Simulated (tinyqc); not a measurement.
Energy and delay of logic against supply voltage: two steps of the calculation.

One expression serves below and above threshold: I(Vg) = Ik [ln(1 + exp((Vg - VT + dd V)/(al nf Vt)))]^al, with I_on = I(V) and I_off = I(0). Gate delay td = kd C V/I_on, clock period LD td. Per gate and cycle the switching energy is act C V^2 and the leakage energy I_off V LD td. No short-circuit current, no variation. Minima are sought above 0.09 V; below a few Vt gates no longer switch and the model has no meaning.

Values chosen for this exercise; values of the order met in logic technologies:
- T = 300 K (temperature)
- VT = 0.3 V (threshold voltage at zero drain bias)
- nf = 1.16 (slope factor)
- dd = 0.1 (barrier lowering per volt of supply)
- Ik = 1.4 uA (specific current of a gate)
- al = 1.21 (exponent of the current law)
- C = 0.74 fF (load capacitance of a gate)
- kd = 0.9 (delay factor)
- LD = 16 (logic depth)
- act = 0.02 (activity factor)
- V = 0.33 V (supply voltage)

Constants: q = 1.602176634e-19 C, kB = 1.380649e-23 J/K, Vt = kB T/q. Results are converted to the units shown.

Question 1. Currents, delay and energies. I_on, I_off, td, clock frequency 1/(LD td), both energies and their sum.

Find: I_on; I_off; td; clock frequency; switching energy; leakage energy; energy.

Answer 1.

I_on = 3.041 uA
I_off = 0.1902 nA
td = 72.27 ps
clock frequency = 0.8648 GHz
switching energy = 1.612 aJ
leakage energy = 0.07259 aJ
energy = 1.684 aJ

I_on/I_off = 16000; leakage makes up 4.31 % of the energy.

Question 2. New V. Minimum-energy supply: E(V) is the energy per gate and cycle; with h = 0.001 V, E' = (E(V + h) - E(V - h))/(2 h), E'' = (E(V - h) - 2 E(V) + E(V + h))/h^2, V(new) = V - E'/E''.

V after iteration 1 = 0.22180691 V

Give: E'; E''; V after iteration 2.

Answer 2.

E' = -1.0393 aJ/V
E'' = 205.74 aJ/V^2
V after iteration 2 = 0.22686 V

Numbers from tinyqc (`OMP_NUM_THREADS=1 python tinyqc.py 2082030 2082031 out.jsonl`; about 0.01 s on one thread of a shared Intel Xeon 2.30GHz).
